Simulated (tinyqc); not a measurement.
Random telegraph noise from one oxide trap in a small MOSFET: one step of the calculation.

An acceptor-like trap exchanges electrons with the channel. Inversion charge Q = Cox u, u = n Vt W0(exp((Vg - VT)/(n Vt))), W0 the Lambert function, n = nf, Cox = eps0 eox/tox; linear regime Id = (W/L) mu Q Vd. Relative to threshold the surface potential rises by Vt ln(u/u0) and the oxide voltage by the rest of Vg - VT, with u0 = n Vt W0(1).

Question. Trap level, time constants and occupancy. N = Cox u/q; dpsi = Vt ln(u/u0); E = E0 - dpsi - (xt/tox)(Vg - VT - dpsi); capture time tc = 1/[(N/zi) vth s0 exp(-xt/lt - EB/Vt)]; emission time te = tc exp(-E/Vt); occupancy te/(tc + te).

Values chosen for this exercise; values of the order met in silicon transistors:
- T = 350 K (temperature)
- eox = 7.67 (relative permittivity of the gate insulator (close to silicon nitride))
- tox = 8.1 nm (insulator thickness)
- xt = 4 nm (depth of the trap from the channel interface)
- E0 = 0.2 eV (trap level above the channel Fermi level at threshold)
- s0 = 1e-16 cm^2 (capture prefactor)
- EB = 0.18 eV (capture barrier (lattice relaxation))
- lt = 0.16 nm (tunnelling decay length)
- vth = 1e7 cm/s (thermal velocity)
- zi = 2.1 nm (thickness of the inversion layer)
- VT = 0.54 V (threshold voltage)
- nf = 1.4 (body factor)
- Vg = 0.81 V (gate voltage)

Constants: q = 1.602176634e-19 C, kB = 1.380649e-23 J/K, Vt = kB T/q, eps0 = 8.8541878128e-14 F/cm where lengths are in cm. Results are converted to the units shown.

Wanted: u; N; dpsi; E; tc; te; occupancy.

Answer.

u = 0.2036 V
N = 1.065e12 cm^-2
dpsi = 0.06455 V
E = 0.03399 eV
tc = 5546 s
te = 1797 s
occupancy = 0.2447

The trap lies 1.1 Vt above the Fermi level, so it is empty most of the time.

Range of the model: VT is taken as given; short-channel effects and the uneven flow of current among few electrons are left out.

tinyqc, about 0.01 s, one thread, Intel Xeon 2.30GHz (shared host): `OMP_NUM_THREADS=1 python tinyqc.py 2710063 2710064 out.jsonl`
